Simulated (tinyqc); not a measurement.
Worked calculation: plane-wave Kohn-Sham cycle with exchange-only LDA in a layered model solid. One step of it, computed by the program tinyqc.

Problem. Iteration 1: potential. V_H(G) = 4 pi rho(G)/G^2 for G != 0 (uniform background); v_x = -(3 rho/pi)^(1/3); V = V_ext + V_H + v_x; Fourier components f(G_m) = (1/N) sum_j f(x_j) exp(-i G_m x_j).

A solid whose potential varies along x alone (atomic units):
```
parameter                      value
period a                   17.300000
cross-section of the cell  20.000000
electrons per cell                 4
grid points                       16
plane waves -n..n, n               2
k points                           2
V1 in V1 cos(2 pi x/a)     -0.370000
```

density at the start, on the grid x_j = j a/N (e/bohr^3): 0.01156069  0.01156069  0.01156069  0.01156069  0.01156069  0.01156069  0.01156069  0.01156069  0.01156069  0.01156069  0.01156069  0.01156069  0.01156069  0.01156069  0.01156069  0.01156069

Give: Potentials on the grid; V(G_m), m = 0, 1, 2, ....

Solution.

Potentials on the grid (hartree):
```
x        V_ext    V_H     v_x       V
0.000   -0.370  0.000  -0.223  -0.593
1.081   -0.342  0.000  -0.223  -0.565
2.163   -0.262  0.000  -0.223  -0.484
3.244   -0.142  0.000  -0.223  -0.364
4.325        0  0.000  -0.223  -0.223
5.406    0.142  0.000  -0.223  -0.081
6.487    0.262  0.000  -0.223   0.039
7.569    0.342  0.000  -0.223   0.119
8.650    0.370  0.000  -0.223   0.147
9.731    0.342  0.000  -0.223   0.119
10.812   0.262  0.000  -0.223   0.039
11.894   0.142  0.000  -0.223  -0.081
12.975       0  0.000  -0.223  -0.223
14.056  -0.142  0.000  -0.223  -0.364
15.137  -0.262  0.000  -0.223  -0.484
16.219  -0.342  0.000  -0.223  -0.565
```

V(G_m), m = 0, 1, 2, ... (hartree): -0.223  -0.185  0.000  0.000  0.000
